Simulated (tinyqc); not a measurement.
Memristor with linear dopant drift, Biolek window: two steps of the calculation.

A film of thickness D has a doped share x: R = Ron x + Roff (1 - x), i = v/R, dx/dt = k i F with k = mv Ron/D^2 and F = 1 - x^(2 p) for i >= 0 and 1 - (x - 1)^(2 p) for i < 0. The drive is v = V0 sin(2 pi f t). The model has no threshold and no heating.

Values chosen for this exercise:
- Ron = 100 ohm (resistance of the fully doped film)
- Roff = 10000 ohm (resistance of the undoped film)
- D = 8 nm (film thickness)
- mv = 3.3e-14 m^2/(V s) (dopant mobility)
- x0 = 0.32 (doped share at t = 0)
- V0 = 1 V (amplitude)
- p = 5 (window exponent)
- f = 14 Hz (frequency)

Task 1. Rate constant, charge and flux scales. k = mv Ron/D^2; R0 = R(x0); without a window the film fills (x = 1) after the charge (1 - x0)/k and the flux (R0^2 - Ron^2)/(2 k (Roff - Ron)); half a period supplies the flux V0/(pi f).

Wanted: k; R0; charge to fill; flux to fill; flux of half a period.

Result 1.

k = 51562 1/C
R0 = 6832.0 ohm
charge to fill = 13.188 uC
flux to fill = 0.045709 V s
flux of half a period = 0.022736 V s

Half a period supplies 49.7 % of the flux to fill.

Task 2. One Runge-Kutta step. Step h = 1/(16 f), from t = j h. With g(t, x) = dx/dt: k1 = g(t, x), k2 = g(t + h/2, x + h k1/2), k3 = g(t + h/2, x + h k2/2), k4 = g(t + h, x + h k3), x(new) = x + h (k1 + 2 k2 + 2 k3 + k4)/6.

x at step 1 = 0.32656222
j = 1

Wanted: k1..k4; x at step 2.

Result 2.

k1..k4 (1/s): 2.9159  4.2739  4.2931  5.5432
x at step 2 = 0.34560

Program tinyqc, `OMP_NUM_THREADS=1 python tinyqc.py 2880003 2880004 out.jsonl`; Intel Xeon 2.30GHz, shared host, one thread, about 0.1 s.
